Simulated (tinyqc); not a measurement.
# Well width for a wanted wavelength

Problem. The layer is x parts of the first compound and 1 - x of the second, grown coherently on the second as substrate and barrier. Rows of the table: lattice constant a, average valence level Ea on an absolute scale, spin-orbit splitting so, gaps at Gamma, X and L, hydrostatic deformation potentials av and ac (Gamma), shear potential b, elastic constants, electron and heavy-hole (along z) masses. All are interpolated linearly in x; gaps get -C x (1 - x), taken wholly in the conduction band; real line-ups can differ from this model by 0.1 eV or more. In-plane strain e = (a_substrate - a)/a, e_z = -2 (c12/c11) e, volume change 2 e + e_z. With v = 2 e + e_z and d = 2 b (e_z - e): Eav = Ea + av v; E_hh = Eav + so/3 - d/2; E_lh = Eav - so/6 + d/4 + sqrt(so^2 + so d + 9 d^2/4)/2; E_c = Ea + so/3 + EG + ac v (Gamma). Substrate: E_v = Ea + so/3, E_c = E_v + EG. Well depths: dEc = E_c(substrate) - E_c, dEhh = E_hh - E_v(substrate), dElh likewise; strained Gamma gap E_c - max(E_hh, E_lh); positive values confine carriers in the layer. Lowest level of a finite well of width Lw and depth V: kw Lw/2 = arctan(sqrt((mw/mb)(V - E)/E)), kw = sqrt(mw E/C), C = hbar^2/(2 m0), for electrons (dEc) and heavy holes (dEhh), mb from the substrate; transition E_c - E_hh + both levels, without exciton binding; wavelength h c/E. Find Lw and the two levels.

Values chosen for this exercise:

| symbol | value | unit | meaning |
|---|---|---|---|
| x | 0.3 |  | fraction of the first compound in the layer |
| CG | 0.1 | eV | bowing of the Gamma gap |
| CX | 0.27 | eV | bowing of the X gap |
| CL | 0.27 | eV | bowing of the L gap |

Constants: q = 1.602176634e-19 C, hbar = 1.054571817e-34 J s, h = 6.62607015e-34 J s, m0 = 9.1093837015e-31 kg, c = 299792458 m/s, hbar^2/(2 m0) = 0.0380998212 eV nm^2. Results are converted to the units shown.

Binary compounds, values chosen for the exercise:

|  | close to InAs | close to InP |
|---|---|---|
| a (angstrom) | 6.058 | 5.869 |
| Ea (eV) | -6.67 | -7.04 |
| so (eV) | 0.38 | 0.11 |
| EG (eV) | 0.359 | 1.33 |
| EX (eV) | 1.35 | 2.2 |
| EL (eV) | 1.08 | 1.95 |
| av (eV) | 1.01 | 1.28 |
| ac (eV) | -5.01 | -5.04 |
| b (eV) | -1.81 | -1.68 |
| c11 (GPa) | 83.3 | 103 |
| c12 (GPa) | 45.8 | 55.9 |
| me (m0) | 0.0227 | 0.0805 |
| mh (m0) | 0.326 | 0.536 |

wavelength = 1139.4584 nm

Answer. Both levels fall steadily as the well widens, so the wavelength rises steadily and one width matches.

Lw = 7.200 nm
electron level = 39.99 meV
heavy-hole level = 10.47 meV

tinyqc, about 0.01 s, one thread, Intel Xeon 2.30GHz (shared host): `OMP_NUM_THREADS=1 python tinyqc.py 2690027 2690028 out.jsonl`
